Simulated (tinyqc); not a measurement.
Permeation of metal atoms or ions through a thin barrier or dielectric: time lag, field-aided drift and lifetime: one step, computed by the program tinyqc.

The film 0 < x < d is empty at first; C = C0 at x = 0 and C = 0 at x = d. dC/dt = D d2C/dx2 - v dC/dx with drift v = D z e V/(k_B T d) (uniform field, no space charge).

Task: Steady flux and time lag. Steady flux J = (D C0/d) P/(1 - exp(-P)); time lag in units of d^2/D: s_L = [P (1 + exp(-P))/(1 - exp(-P)) - 2]/P^2 (P = 0: J = D C0/d, s_L = 1/6).

Inputs (values chosen for the exercise, for a model case: singly charged ions through a dielectric): thickness d = 19 nm; concentration at the source side C0 = 1.3e+15 1/cm^3; test temperature T = 100 C.

Peclet number P = 15.54940

diffusivity D = 2.798407e-15 cm^2/s

time scale d^2/D = 1290.020 s

Give: flux relative to D C0/d; steady flux J; time lag s_L; time lag.

Result:

flux relative to D C0/d = 15.55

steady flux J = 2.977e+07 1/(cm^2 s)

time lag s_L = 0.05604

time lag = 72.29 s

Drift rules: J tends to v C0 and the lag to the transit time d/v.
